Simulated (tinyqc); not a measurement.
MOS capacitor on a p-type substrate, surface potential from the exact charge relation: one step of the calculation.

Uniform p-type substrate, Boltzmann statistics, full ionisation, classical densities. psi is the surface potential against the body (positive when the bands bend down) and u = psi/Vt. Traps are spread evenly over the gap and neutral at flat band, so their charge is -q Dit psi; the minority quasi-Fermi level is shifted by Vb.

Question. Flat band, threshold and scales. ni = sqrt(Nc Nv) exp(-Eg/(2 Vt)), Eg in volts; phiF = Vt ln(N/ni); Cox = eps0 eox/tox; Vfb = phiM - chi - (Eg - Vt ln(Nv/N)) - q Nf/Cox; Q0 = sqrt(2 eps0 eps_r q N Vt); r = (ni/N)^2 exp(-Vb/Vt); VT = Vfb + [(2 phiF + Vb)(1 + q Dit/Cox) + sqrt(2 eps0 eps_r q N (2 phiF + Vb))/Cox].

Values chosen for this exercise; band and dielectric values close to those of silicon:
- T = 300 K (temperature)
- Eg = 1.13 eV (band gap)
- eps_r = 11.5 (relative permittivity)
- Nc = 2.77e19 cm^-3 (conduction-band density of states at T)
- Nv = 2.68e19 cm^-3 (valence-band density of states at T)
- chi = 4.09 eV (electron affinity)
- N = 4.7e17 cm^-3 (acceptor density of the substrate)
- eox = 9.03 (relative permittivity of the gate insulator (close to aluminium oxide))
- tox = 25 nm (insulator thickness)
- phiM = 4.77 eV (gate work function)
- Nf = 0 cm^-2 (fixed charge at the interface, in units of q)
- Dit = 4e11 cm^-2 eV^-1 (density of interface traps)
- Vb = 0 V (reverse bias of the inversion layer against the body)

Constants: q = 1.602176634e-19 C, kB = 1.380649e-23 J/K, Vt = kB T/q, eps0 = 8.8541878128e-14 F/cm where lengths are in cm. Results are converted to the units shown.

Give: ni; phiF; Cox; Vfb; Q0; r; VT.

Answer.

ni = 8.785e9 cm^-3
phiF = 0.4600 V
Cox = 0.3198 uF/cm^2
Vfb = -0.3455 V
Q0 = 62.96 nC/cm^2
r = 3.493e-16
VT = 1.934 V

tinyqc, about 0.01 s, one thread, Intel Xeon 2.30GHz (shared host): `OMP_NUM_THREADS=1 python tinyqc.py 2060028 2060029 out.jsonl`
